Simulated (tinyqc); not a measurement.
Worked calculation: Pariser-Parr-Pople SCF with singles CI, for the molecule c1ccc2cccc-2cc1 (SMILES; centres numbered as the heavy atoms are written). Computed by tinyqc, a small Python program that keeps every step. Settings: charge = 0, gamma = MN, start = huckel, damping = 0.5, iteration cap = 89, excitations kept = 9. Command: `OMP_NUM_THREADS=1 python tinyqc.py 25587 25588 out.jsonl` (the two numbers bound the seeds that draw the settings). One thread of a shared host (Intel(R) Xeon(R) Processor @ 2.60GHz), about 0.02 s of CPU time with the checks. Later iterations appear only in the table of the cycle.

## PPP integrals

Centres (angstrom, eV; a flat drawing with bonds scaled to 1.40 angstrom):
```
centre,x,y,core charge z,W,gamma_rr
1C,2.531000,0.000000,1,11.160000,11.130000
2C,1.924000,1.261000,1,11.160000,11.130000
3C,0.559000,1.573000,1,11.160000,11.130000
4C,-0.536000,0.700000,1,11.160000,11.130000
5C,-1.867000,1.133000,1,11.160000,11.130000
6C,-2.690000,0.000000,1,11.160000,11.130000
7C,-1.867000,-1.133000,1,11.160000,11.130000
8C,-0.536000,-0.700000,1,11.160000,11.130000
9C,0.559000,-1.573000,1,11.160000,11.130000
10C,1.924000,-1.261000,1,11.160000,11.130000
```

Resonance integrals (eV):
```
i,j,beta
1,2,-2.390000
2,3,-2.390000
3,4,-2.390000
4,5,-2.390000
5,6,-2.390000
6,7,-2.390000
7,8,-2.390000
8,9,-2.390000
9,10,-2.390000
10,1,-2.390000
8,4,-2.390000
```

Mataga-Nishimoto: gamma = 14.399645/(R + a), a = 2 x 14.399645/(gamma_rr + gamma_ss); H_rr = -W_r - sum_(s != r) z_s gamma_rs; H_rs = beta for bonds.

repulsion gamma_rs (eV):
```
,1C,2C,3C,4C,5C,6C,7C,8C,9C,10C
1C,11.130000,5.346553,3.773205,3.243428,2.467651,2.210308,2.467651,3.243428,3.773205,5.346553
2C,5.346553,11.130000,5.345136,3.772577,2.830715,2.369539,2.492411,3.243355,3.243627,3.773721
3C,3.773205,5.345136,11.130000,5.344721,3.830358,2.936591,2.921983,3.772727,3.243332,3.243627
4C,3.243428,3.772577,5.344721,11.130000,5.346212,4.046371,4.045936,5.345539,3.772727,3.243355
5C,2.467651,2.830715,3.830358,5.346212,11.130000,5.344818,4.045107,4.045936,2.921983,2.492411
6C,2.210308,2.369539,2.936591,4.046371,5.344818,11.130000,5.344818,4.046371,2.936591,2.369539
7C,2.467651,2.492411,2.921983,4.045936,4.045107,5.344818,11.130000,5.346212,3.830358,2.830715
8C,3.243428,3.243355,3.772727,5.345539,4.045936,4.046371,5.346212,11.130000,5.344721,3.772577
9C,3.773205,3.243627,3.243332,3.772727,2.921983,2.936591,3.830358,5.344721,11.130000,5.345136
10C,5.346553,3.773721,3.243627,3.243355,2.492411,2.369539,2.830715,3.772577,5.345136,11.130000
```

core matrix H (eV):
```
,1C,2C,3C,4C,5C,6C,7C,8C,9C,10C
1C,-43.031983,-2.390000,0.000000,0.000000,0.000000,0.000000,0.000000,0.000000,0.000000,-2.390000
2C,-2.390000,-43.577632,-2.390000,0.000000,0.000000,0.000000,0.000000,0.000000,0.000000,0.000000
3C,0.000000,-2.390000,-45.571681,-2.390000,0.000000,0.000000,0.000000,0.000000,0.000000,0.000000
4C,0.000000,0.000000,-2.390000,-49.320867,-2.390000,0.000000,0.000000,-2.390000,0.000000,0.000000
5C,0.000000,0.000000,0.000000,-2.390000,-44.485192,-2.390000,0.000000,0.000000,0.000000,0.000000
6C,0.000000,0.000000,0.000000,0.000000,-2.390000,-42.764948,-2.390000,0.000000,0.000000,0.000000
7C,0.000000,0.000000,0.000000,0.000000,0.000000,-2.390000,-44.485192,-2.390000,0.000000,0.000000
8C,0.000000,0.000000,0.000000,-2.390000,0.000000,0.000000,-2.390000,-49.320867,-2.390000,0.000000
9C,0.000000,0.000000,0.000000,0.000000,0.000000,0.000000,0.000000,-2.390000,-45.571681,-2.390000
10C,-2.390000,0.000000,0.000000,0.000000,0.000000,0.000000,0.000000,0.000000,-2.390000,-43.577632
```

## Starting guess

pi electrons, sum of z_r less the charge = 10

Orbitals of the Hueckel matrix of the beta values.

P at the start:
```
,1C,2C,3C,4C,5C,6C,7C,8C,9C,10C
1C,0.870001,0.638899,0.142691,-0.217049,0.017140,0.176598,0.017140,-0.217049,0.142691,0.638899
2C,0.638899,0.986447,0.664039,0.011190,-0.226883,0.017140,0.186432,-0.068408,-0.242189,0.026246
3C,0.142691,0.664039,0.854946,0.585798,0.011190,-0.217049,-0.068408,0.172482,-0.184853,-0.242189
4C,-0.217049,0.011190,0.585798,1.027428,0.595632,-0.074358,-0.231000,0.400945,0.172482,-0.068408
5C,0.017140,-0.226883,0.011190,0.595632,1.172879,0.656039,-0.200638,-0.231000,-0.068408,0.186432
6C,0.176598,0.017140,-0.217049,-0.074358,0.656039,1.046600,0.656039,-0.074358,-0.217049,0.017140
7C,0.017140,0.186432,-0.068408,-0.231000,-0.200638,0.656039,1.172879,0.595632,0.011190,-0.226883
8C,-0.217049,-0.068408,0.172482,0.400945,-0.231000,-0.074358,0.595632,1.027428,0.585798,0.011190
9C,0.142691,-0.242189,-0.184853,0.172482,-0.068408,-0.217049,0.011190,0.585798,0.854946,0.664039
10C,0.638899,0.026246,-0.242189,-0.068408,0.186432,0.017140,-0.226883,0.011190,0.664039,0.986447
```

## Iteration 1: Fock matrix

F_rr = H_rr + P_rr gamma_rr / 2 + sum_(s != r) P_ss gamma_rs; F_rs = H_rs - P_rs gamma_rs / 2; E = tr P (H + F) / 2 + core repulsion sum_(r<s) z_r z_s gamma_rs.

F (eV):
```
,1C,2C,3C,4C,5C,6C,7C,8C,9C,10C
1C,-6.423877,-4.097954,-0.269201,0.351991,-0.021148,-0.195168,-0.021148,0.351991,-0.269201,-4.097954
2C,-4.097954,-6.439342,-4.164690,-0.021107,0.321121,-0.020307,-0.232333,0.110935,0.392786,-0.049522
3C,-0.269201,-4.164690,-5.925349,-3.955463,-0.021430,0.318692,0.099943,-0.325364,0.299770,0.392786
4C,0.351991,-0.021107,-3.955463,-5.322736,-3.982187,0.150440,0.467305,-3.461633,-0.325364,0.110935
5C,-0.021148,0.321121,-0.021430,-3.982187,-4.799333,-4.143205,0.405800,0.467305,0.099943,-0.232333
6C,-0.195168,-0.020307,0.318692,0.150440,-4.143205,-4.469188,-4.143205,0.150440,0.318692,-0.020307
7C,-0.021148,-0.232333,0.099943,0.467305,0.405800,-4.143205,-4.799333,-3.982187,-0.021430,0.321121
8C,0.351991,0.110935,-0.325364,-3.461633,0.467305,0.150440,-3.982187,-5.322736,-3.955463,-0.021107
9C,-0.269201,0.392786,0.299770,-0.325364,0.099943,0.318692,-0.021430,-3.955463,-5.925349,-4.164690
10C,-4.097954,-0.049522,0.392786,0.110935,-0.232333,-0.020307,0.321121,-0.021107,-4.164690,-6.439342
```

pi energy = -127.774370 eV

## Iteration 1: orbitals and new P

Diagonalise F (the basis is taken as orthonormal) and form P = 2 sum c c over the lowest orbitals; 0.5 of the old P is kept.

orbital energies (eV): -14.179207  -12.433507  -11.829077  -9.375382  -8.235368  -3.083402  -2.098186  0.634794  2.251295  2.481455

P after iteration 1:
```
,1C,2C,3C,4C,5C,6C,7C,8C,9C,10C
1C,0.897121,0.641672,0.120701,-0.224502,0.025747,0.180747,0.025747,-0.224502,0.120701,0.641672
2C,0.641672,1.005924,0.659336,-0.003436,-0.230823,0.009838,0.190683,-0.044929,-0.244561,0.000664
3C,0.120701,0.659336,0.870897,0.595847,0.019052,-0.223861,-0.089695,0.184267,-0.155935,-0.244561
4C,-0.224502,-0.003436,0.595847,1.021445,0.602515,-0.049616,-0.239735,0.363184,0.184267,-0.044929
5C,0.025747,-0.230823,0.019052,0.602515,1.141881,0.655537,-0.167767,-0.239735,-0.089695,0.190683
6C,0.180747,0.009838,-0.223861,-0.049616,0.655537,1.022586,0.655537,-0.049616,-0.223861,0.009838
7C,0.025747,0.190683,-0.089695,-0.239735,-0.167767,0.655537,1.141881,0.602515,0.019052,-0.230823
8C,-0.224502,-0.044929,0.184267,0.363184,-0.239735,-0.049616,0.602515,1.021445,0.595847,-0.003436
9C,0.120701,-0.244561,-0.155935,0.184267,-0.089695,-0.223861,0.019052,0.595847,0.870897,0.659336
10C,0.641672,0.000664,-0.244561,-0.044929,0.190683,0.009838,-0.230823,-0.003436,0.659336,1.005924
```

## Iteration 2: Fock matrix

As before.

F (eV):
```
,1C,2C,3C,4C,5C,6C,7C,8C,9C,10C
1C,-6.189185,-4.105367,-0.227716,0.364078,-0.031767,-0.199753,-0.031767,0.364078,-0.227716,-4.105367
2C,-4.105367,-6.239339,-4.152120,0.006481,0.326696,-0.011655,-0.237630,0.072861,0.396632,-0.001253
3C,-0.227716,-4.152120,-5.849612,-3.982319,-0.036489,0.328695,0.131044,-0.347595,0.252875,0.396632
4C,0.364078,0.006481,-3.982319,-5.406277,-4.000587,0.100383,0.484977,-3.360708,-0.347595,0.072861
5C,-0.031767,0.326696,-0.036489,-4.000587,-5.003462,-4.141863,0.339318,0.484977,0.131044,-0.237630
6C,-0.199753,-0.011655,0.328695,0.100383,-4.141863,-4.736673,-4.141863,0.100383,0.328695,-0.011655
7C,-0.031767,-0.237630,0.131044,0.484977,0.339318,-4.141863,-5.003462,-4.000587,-0.036489,0.326696
8C,0.364078,0.072861,-0.347595,-3.360708,0.484977,0.100383,-4.000587,-5.406277,-3.982319,0.006481
9C,-0.227716,0.396632,0.252875,-0.347595,0.131044,0.328695,-0.036489,-3.982319,-5.849612,-4.152120
10C,-4.105367,-0.001253,0.396632,0.072861,-0.237630,-0.011655,0.326696,0.006481,-4.152120,-6.239339
```

pi energy = -127.864909 eV

## Iteration 2: orbitals and new P

As before.

orbital energies (eV): -14.103993  -12.423318  -11.735224  -9.514032  -8.372750  -2.984673  -2.017348  0.812179  2.019520  2.396401

P after iteration 2:
```
,1C,2C,3C,4C,5C,6C,7C,8C,9C,10C
1C,0.910401,0.643164,0.109721,-0.228440,0.029125,0.181755,0.029125,-0.228440,0.109721,0.643164
2C,0.643164,1.014367,0.657146,-0.010934,-0.231998,0.006710,0.192485,-0.033469,-0.246248,-0.010900
3C,0.109721,0.657146,0.880216,0.601133,0.022454,-0.226606,-0.098329,0.191082,-0.141194,-0.246248
4C,-0.228440,-0.010934,0.601133,1.018843,0.606270,-0.037483,-0.245217,0.341579,0.191082,-0.033469
5C,0.029125,-0.231998,0.022454,0.606270,1.125439,0.655656,-0.150619,-0.245217,-0.098329,0.192485
6C,0.181755,0.006710,-0.226606,-0.037483,0.655656,1.011869,0.655656,-0.037483,-0.226606,0.006710
7C,0.029125,0.192485,-0.098329,-0.245217,-0.150619,0.655656,1.125439,0.606270,0.022454,-0.231998
8C,-0.228440,-0.033469,0.191082,0.341579,-0.245217,-0.037483,0.606270,1.018843,0.601133,-0.010934
9C,0.109721,-0.246248,-0.141194,0.191082,-0.098329,-0.226606,0.022454,0.601133,0.880216,0.657146
10C,0.643164,-0.010900,-0.246248,-0.033469,0.192485,0.006710,-0.231998,-0.010934,0.657146,1.014367
```

## Iteration 3: Fock matrix

As before.

F (eV):
```
,1C,2C,3C,4C,5C,6C,7C,8C,9C,10C
1C,-6.076386,-4.109354,-0.206999,0.370465,-0.035936,-0.200868,-0.035936,0.370465,-0.206999,-4.109354
2C,-4.109354,-6.140621,-4.146268,0.020625,0.328360,-0.007950,-0.239876,0.054276,0.399369,0.020567
3C,-0.206999,-4.146268,-5.811116,-3.996444,-0.043004,0.332725,0.143658,-0.360450,0.228970,0.399369
4C,0.370465,0.020625,-3.996444,-5.445178,-4.010624,0.075835,0.496065,-3.302962,-0.360450,0.054276
5C,-0.035936,0.328360,-0.043004,-4.010624,-5.102547,-4.142181,0.304636,0.496065,0.143658,-0.239876
6C,-0.200868,-0.007950,0.332725,0.075835,-4.142181,-4.869028,-4.142181,0.075835,0.332725,-0.007950
7C,-0.035936,-0.239876,0.143658,0.496065,0.304636,-4.142181,-5.102547,-4.010624,-0.043004,0.328360
8C,0.370465,0.054276,-0.360450,-3.302962,0.496065,0.075835,-4.010624,-5.445178,-3.996444,0.020625
9C,-0.206999,0.399369,0.228970,-0.360450,0.143658,0.332725,-0.043004,-3.996444,-5.811116,-4.146268
10C,-4.109354,0.020567,0.399369,0.054276,-0.239876,-0.007950,0.328360,0.020625,-4.146268,-6.140621
```

pi energy = -127.911889 eV

## Iteration 3: orbitals and new P

As before.

orbital energies (eV): -14.079695  -12.410254  -11.692049  -9.576021  -8.437759  -2.935531  -1.978689  0.889824  1.918012  2.357825

P after iteration 3:
```
,1C,2C,3C,4C,5C,6C,7C,8C,9C,10C
1C,0.917058,0.643998,0.104086,-0.230557,0.030261,0.181614,0.030261,-0.230557,0.104086,0.643998
2C,0.643998,1.017860,0.656119,-0.014738,-0.232092,0.005405,0.193150,-0.027837,-0.247437,-0.016008
3C,0.104086,0.656119,0.885695,0.603970,0.023851,-0.227570,-0.101407,0.195123,-0.133526,-0.247437
4C,-0.230557,-0.014738,0.603970,1.017709,0.608359,-0.031515,-0.248665,0.328911,0.195123,-0.027837
5C,0.030261,-0.232092,0.023851,0.608359,1.116606,0.655941,-0.141507,-0.248665,-0.101407,0.193150
6C,0.181614,0.005405,-0.227570,-0.031515,0.655941,1.007202,0.655941,-0.031515,-0.227570,0.005405
7C,0.030261,0.193150,-0.101407,-0.248665,-0.141507,0.655941,1.116606,0.608359,0.023851,-0.232092
8C,-0.230557,-0.027837,0.195123,0.328911,-0.248665,-0.031515,0.608359,1.017709,0.603970,-0.014738
9C,0.104086,-0.247437,-0.133526,0.195123,-0.101407,-0.227570,0.023851,0.603970,0.885695,0.656119
10C,0.643998,-0.016008,-0.247437,-0.027837,0.193150,0.005405,-0.232092,-0.014738,0.656119,1.017860
```

## Convergence

Stop when output and input P, before any damping, agree to 1e-7.

Course of the cycle:
```
iteration,E (eV),largest |P(out) - P(in)|
1,-127.77437004,7.55e-02
2,-127.86490948,4.32e-02
3,-127.91188867,2.53e-02
4,-127.93623566,1.52e-02
5,-127.94880760,9.31e-03
6,-127.95527436,5.81e-03
7,-127.95858940,3.69e-03
8,-127.96028391,2.37e-03
9,-127.96114802,1.54e-03
10,-127.96158780,1.01e-03
11,-127.96181126,6.70e-04
...,...,...
26,-127.96204097,2.14e-06
27,-127.96204098,1.49e-06
28,-127.96204098,1.04e-06
29,-127.96204098,7.27e-07
30,-127.96204098,5.14e-07
31,-127.96204098,3.85e-07
32,-127.96204098,2.88e-07
33,-127.96204098,2.15e-07
34,-127.96204098,1.61e-07
35,-127.96204098,1.20e-07
36,-127.96204098,8.97e-08
```

Converged in 36 iterations.

## Converged orbitals

Charges are z - P_rr.

orbital energies (eV): -14.060141  -12.392622  -11.650458  -9.633841  -8.505266  -2.879534  -1.938984  0.954374  1.833741  2.319970

coefficients:
```
,MO1,MO2,MO3,MO4,MO5,MO6,MO7,MO8,MO9,MO10
1C,0.288963,0.509663,0.000000,0.345317,0.000000,0.503390,0.000000,0.499919,-0.184881,0.000000
2C,0.299905,0.381641,0.381835,0.120225,-0.337109,-0.131507,0.467416,-0.439817,0.198039,0.148601
3C,0.341558,0.079816,0.491175,-0.263495,-0.115139,-0.436971,-0.385218,0.262418,-0.218474,-0.311605
4C,0.413831,-0.254270,0.280072,-0.308777,0.314008,0.334869,-0.174290,-0.016095,0.237383,0.540908
5C,0.245205,-0.310455,0.185767,0.295672,0.523927,0.039340,0.320550,-0.234308,-0.446791,-0.297050
6C,0.201312,-0.337835,0.000000,0.589456,0.000000,-0.320551,0.000000,0.339350,0.529123,0.000000
7C,0.245205,-0.310455,-0.185767,0.295672,-0.523927,0.039340,-0.320550,-0.234308,-0.446791,0.297050
8C,0.413831,-0.254270,-0.280072,-0.308777,-0.314008,0.334869,0.174290,-0.016095,0.237383,-0.540908
9C,0.341558,0.079816,-0.491175,-0.263495,0.115139,-0.436971,0.385218,0.262418,-0.218474,0.311605
10C,0.299905,0.381641,-0.381835,0.120225,0.337109,-0.131507,-0.467416,-0.439817,0.198039,-0.148601
```

pi charges: 1C 0.075002, 2C -0.018975, 3C 0.106057, 4C -0.016588, 5C -0.105877, 6C -0.004235, 7C -0.105877, 8C -0.016588, 9C 0.106057, 10C -0.018975

## Singles CI, singlets

Over the 9 single excitations with the smallest orbital gaps: A = (e_a - e_i) delta + 2 (ia|jb) - (ij|ab), with (pq|rs) = sum c_mp c_mq gamma_mn c_nr c_ns. f = 2/3 w |mu|^2 in atomic units, mu = sqrt2 sum c_ia sum_m c_mi c_ma R_m.

singlet CI matrix (eV):
```
,5>6,5>7,4>6,4>7,3>6,5>8,2>6,3>7,5>9
5>6,2.102094,0.000000,0.000000,0.533419,-0.280065,0.270933,0.000000,0.000000,-0.273031
5>7,0.000000,4.086717,-0.637294,0.000000,0.000000,0.000000,-0.001128,-0.238697,0.000000
4>6,0.000000,-0.637294,4.236492,0.000000,0.000000,0.000000,0.054347,0.109934,0.000000
4>7,0.533419,0.000000,0.000000,4.748173,-0.544781,-0.072639,0.000000,0.000000,-0.412436
3>6,-0.280065,0.000000,0.000000,-0.544781,5.624629,0.109861,0.000000,0.000000,0.113878
5>8,0.270933,0.000000,0.000000,-0.072639,0.109861,6.432655,0.000000,0.000000,-0.022921
2>6,0.000000,-0.001128,0.054347,0.000000,0.000000,0.000000,6.399593,0.390287,0.000000
3>7,0.000000,-0.238697,0.109934,0.000000,0.000000,0.000000,0.390287,6.625842,0.000000
5>9,-0.273031,0.000000,0.000000,-0.412436,0.113878,-0.022921,0.000000,0.000000,7.061252
```

singlet excitation energies (eV): 1.965201  3.515481  4.490039  4.772109  5.849235  6.118539  6.468101  6.942514  7.196227

oscillator strengths: 0.025587  0.009414  0.102689  1.891004  0.628378  0.009233  0.019683  0.381149  0.801348

## Singles CI, triplets

Over the 9 single excitations with the smallest orbital gaps: A = (e_a - e_i) delta - (ij|ab), with (pq|rs) = sum c_mp c_mq gamma_mn c_nr c_ns.

triplet CI matrix (eV):
```
,5>6,5>7,4>6,4>7,3>6,5>8,2>6,3>7,5>9
5>6,1.540217,0.000000,0.000000,-0.140361,0.111128,0.242696,0.000000,0.000000,-0.107132
5>7,0.000000,2.172395,-0.140361,0.000000,0.000000,0.000000,0.021494,0.379486,0.000000
4>6,0.000000,-0.140361,2.353038,0.000000,0.000000,0.000000,-0.476911,0.269486,0.000000
4>7,-0.140361,0.000000,0.000000,3.693870,0.269486,0.082746,0.000000,0.000000,0.273880
3>6,0.111128,0.000000,0.000000,0.269486,3.989336,0.351850,0.000000,0.000000,-0.017722
5>8,0.242696,0.000000,0.000000,0.082746,0.351850,5.421754,0.000000,0.000000,-0.507966
2>6,0.000000,0.021494,-0.476911,0.000000,0.000000,0.000000,5.013101,-0.047123,0.000000
3>7,0.000000,0.379486,0.269486,0.000000,0.000000,0.000000,-0.047123,4.806406,0.000000
5>9,-0.107132,0.000000,0.000000,0.273880,-0.017722,-0.507966,0.000000,0.000000,5.436402
```

triplet excitation energies (eV): 1.509911  2.002201  2.364193  3.514534  4.015050  4.851759  5.050137  5.126787  5.991949
